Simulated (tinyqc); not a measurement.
# Hexagonal on-chip spiral inductor, lumped pi model: two studies

Outer diameter do = di + 2 n wd + 2 (n - 1) sp, mean da = (do + di)/2, fill p = (do - di)/(do + di), length l = 3.464 n da. L = 2.33 mu0 n^2 da/(1 + 3.82 p), mu0 = 4 pi 1e-7 H/m. Rs = rho l/(wd delta (1 - exp(-th/delta))), delta = sqrt(rho/(pi f mu0)). Cs = n wd^2 eps0 eo/hu across the coil. At each end Cox = l wd eps0 eo/(2 ho) leads to the substrate branch Rsi = 2 rs he/(l wd) in parallel with Csi = l wd eps0 11.7/(2 he). With one end grounded Y = 1/(Rs + i w L) + i w Cs + 1/[1/(i w Cox) + 1/(1/Rsi + i w Csi)], w = 2 pi f; Q = -Im Y/Re Y. Eddy currents in neighbouring turns and in the substrate are left out.

Inputs (values chosen for the exercise); values of the order met in silicon radio-frequency processes:
- n = 1.5 (number of turns)
- wd = 15 um (line width)
- sp = 2 um (space between turns)
- di = 100 um (inner diameter)
- th = 3.4 um (metal thickness)
- rho = 3 uohm cm (metal resistivity)
- ho = 9.7 um (oxide below the coil)
- hu = 0.8 um (oxide between coil and underpass)
- eo = 3 (relative permittivity of the oxide)
- rs = 10 ohm cm (substrate resistivity)
- he = 80 um (effective spreading depth in the substrate)
- f = 7 GHz (frequency)

Constants: eps0 = 8.8541878128e-12 F/m. Results are converted to the units shown.

Each table varies one quantity; the others keep the values above.

## Quality factor against frequency

Apparent inductance Im(1/Y)/w; share of the loss Re(substrate branch)/Re Y.

Quality factor against frequency:
```
f (GHz)  Rs (ohm)  w L/Rs      Q  apparent inductance (nH)  loss in the substrate (%)
0.98       0.6537   4.438  4.435                    0.4713                    0.01425
1.6        0.7456   6.353  6.340                    0.4716                    0.08135
2.6        0.8697   8.849  8.788                    0.4724                     0.4142
4.3         1.047   12.16  11.86                    0.4743                      1.832
7           1.281   16.18  14.97                    0.4789                      5.870
11          1.570   20.74  17.25                    0.4894                      13.51
19          2.039   27.59  17.54                    0.5269                      28.76
31          2.595   35.37  13.55                    0.6514                      46.77
50          3.293   44.95  4.415                     1.614                      64.64
```

Read the table: what changes, and by how much?

Q goes from 4.44 through a maximum of 17.5 (at f = 19 GHz among the rows listed) to 4.42; the exact peak is 17.9 at 15.3 GHz and Q reaches zero at the self-resonance, 58.9 GHz. The share of the substrate rises from 0.0142 to 64.6 %, and the apparent inductance ends at 3.43 times L. At the peak the substrate takes 21.9 % of the loss. For f = 50 the coil is longer than 0.15 of a wavelength in the oxide, where one lumped section is rough.

## Effect of the oxide below the coil

Same model as above.

Peak Q and its frequency from a search over f; self-resonance where Im Y = 0; Q at the given f (negative beyond resonance).

The same in every row: L (nH) = 0.4711; do (um) = 147.0.

Result of one run:
```
ho (um)  peak Q  f of the peak (GHz)  self-resonance (GHz)  Q at f
7         16.96                14.22                 58.11   14.64
```

What becomes of these results when the oxide below the coil ho is changed from 7 to 5 um, all else the same?

Result of the changed run:
```
ho (um)  peak Q  f of the peak (GHz)  self-resonance (GHz)  Q at f
5         16.21                13.40                 57.47   14.31
```

The whole series:
```
ho (um)  peak Q  f of the peak (GHz)  self-resonance (GHz)  Q at f
1         14.56                11.65                 55.95   13.46
2         14.98                12.11                 56.36   13.68
3         15.40                12.55                 56.75   13.91
5         16.21                13.40                 57.47   14.31
7         16.96                14.22                 58.11   14.64
10        17.99                15.41                 58.96   15.00
15        19.42                17.22                 60.13   15.37
```

As ho goes from 1 to 15, L stays at 0.471 nH, the peak Q rises from 14.6 to 19.4, its frequency rises from 11.6 to 17.2 GHz and the self-resonance rises from 55.9 to 60.1 GHz.

Program tinyqc, `OMP_NUM_THREADS=1 python tinyqc.py 2302122 2302123 out.jsonl`; Intel Xeon 2.30GHz, shared host, one thread, about 0.01 s.
